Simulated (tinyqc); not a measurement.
Gate sheet resistance from two finger widths.

Inverse problem. At low frequency R = Rsh Wf/(3 L) + B/Wf, where B collects the channel and vertical terms. Find Rsh, B and the width of lowest R.

Values chosen for this exercise: channel length L = 0.075 um.

input resistance of single fingers, contacted at one end, of width 0.79 and 4.5 um (ohm): [733.99494, 826.66667]

Solution. R Wf is a straight line in Wf^2; the minimum of R lies where both terms are equal.

Rsh = 36.00 ohm/square
B = 480.0 ohm um
width of lowest R = 1.732 um

tinyqc, about 0.01 s, one thread, Intel Xeon 2.30GHz (shared host): `OMP_NUM_THREADS=1 python tinyqc.py 2262193 2262194 out.jsonl`
